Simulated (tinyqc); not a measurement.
Effect of the position of a charge sheet.

One sheet of 4.4e11 cm^-2 lies at the depth x from the gate; it shifts Vfb by -(q/eps0) Q s, with s = x/e2 in layer 2 and t2/e2 + (x - t2)/e1 in layer 1, and it induces the share s/(t1/e1 + t2/e2) of its image in the semiconductor.

Values chosen for this exercise:
- t1 = 0.6 nm (thickness of layer 1, next to the semiconductor)
- e1 = 3.81 (relative permittivity of layer 1)
- t2 = 1.7 nm (thickness of layer 2, next to the gate)
- e2 = 22.7 (relative permittivity of layer 2)

Constants: q = 1.602176634e-19 C, eps0 = 8.8541878128e-14 F/cm where lengths are in cm. Results are converted to the units shown.

Effect of the position of a charge sheet:
```
x (nm)  shift (mV)  image in the semiconductor (%)
0                0                               0
0.29        -1.017                           5.498
0.57        -1.999                           10.81
0.86        -3.016                           16.30
1.15        -4.034                           21.80
1.44        -5.051                           27.30
1.72        -6.381                           34.49
2.01        -12.44                           67.24
2.3         -18.50                           100.0
```

The shift grows from 0 at the gate to -18.5 mV at the semiconductor, by -3.51 mV/nm in layer 2 and -20.9 mV/nm in layer 1, the ratio of the permittivities. A sheet between the layers has 32.2 % of its full effect.

Numbers from tinyqc (`OMP_NUM_THREADS=1 python tinyqc.py 2010064 2010065 out.jsonl`; about 0.01 s on one thread of a shared Intel Xeon 2.30GHz).
